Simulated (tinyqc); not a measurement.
# Trapped share and trap depth from dynamic on-resistance

Problem. Traps remove the share ft of the electrons in the drain access (length Ld, sheet resistance Rsh before stress), so Ron grows by Rsh Ld ft/(1 - ft). The recovery time goes as T^(-2) exp(q Ea/(kB T)). Find ft and Ea.

Inputs (values chosen for the exercise): drain access length Ld = 4 um.

Constants: q = 1.602176634e-19 C, kB = 1.380649e-23 J/K. Results are converted to the units shown.

Ron before and just after an off-state stress (ohm mm): [3.4199566, 4.0528832]
Rsh = 474.69498 ohm
recovery times at 320 and 370 K (s): [0.0077, 4.5048381e-4]

Solution. The rise of Ron over Rsh Ld is ft/(1 - ft); ln(t T^2) is linear in 1/T.

ft = 0.250
Ea = 0.520 eV

Numbers from tinyqc (`OMP_NUM_THREADS=1 python tinyqc.py 2570154 2570155 out.jsonl`; about 0.03 s on one thread of a shared Intel Xeon 2.30GHz).
